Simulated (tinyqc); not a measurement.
Band bending at a free surface with one surface level, surface photovoltage and Kelvin probe: one step of the calculation.

n-type bulk, xi = Ec - EF = Vt ln(Nc/Nd), p0 = ni^2/Nd, ni = sqrt(Nc Nv) exp(-Eg/(2 Vt)), Eg in volts. b is the upward band bending, u = b/Vt. Space charge per area, in units of q: Qc = sign(b) sqrt((2 eps0 eps_r Vt/q) [(Nd + dn)(exp(-u) - 1) + Nd u + (p0 + dn)(exp(u) - 1)]), with dn the excess density under light (flat quasi-Fermi levels; 0 in the dark). The level holds -Ns f, f = 1/(1 + exp((xi + b - Es)/Vt)). Neutrality: Qc + Qf + (charge of the states) = 0.

Question. Charges against band bending. Evaluate Qc, the surface charge Qf - Ns f and their sum in the dark; the root lies where the sum changes sign.

Parameters, values chosen for the exercise; band and dielectric values close to those of germanium: temperature T = 300 K; band gap Eg = 0.66 eV; relative permittivity eps_r = 15.7; conduction-band density of states at T Nc = 1.06e19 cm^-3; valence-band density of states at T Nv = 6.01e18 cm^-3; donor density Nd = 6.7e17 cm^-3; fixed positive charge at the surface Qf = 2.7e10 cm^-2; density of an acceptor-like surface level Ns = 4.9e12 cm^-2; its depth below the conduction edge Es = 0.29 eV.

Constants: q = 1.602176634e-19 C, kB = 1.380649e-23 J/K, Vt = kB T/q, eps0 = 8.8541878128e-14 F/cm where lengths are in cm. Results are converted to the units shown.

```
point,b (V)
0,0.071
1,0.119
2,0.166
3,0.214
4,0.261
5,0.309
6,0.356
```

Wanted: Qc; surface charge; sum.

Answer.

```
point,Qc (cm^-2),surface charge (cm^-2),sum (cm^-2)
0,7.377e11,-4.857e12,-4.119e12
1,1.042e12,-4.771e12,-3.729e12
2,1.277e12,-4.307e12,-3.030e12
3,1.479e12,-2.641e12,-1.162e12
4,1.653e12,-7.694e11,8.841e11
5,1.814e12,-1.171e11,1.697e12
6,1.959e12,3.007e9,1.962e12
```

The sum rises steadily with b, so there is one root; bisection gives b = 0.23744 V.

Numbers from tinyqc (`OMP_NUM_THREADS=1 python tinyqc.py 2430084 2430085 out.jsonl`; about 0.01 s on one thread of a shared Intel Xeon 2.30GHz).
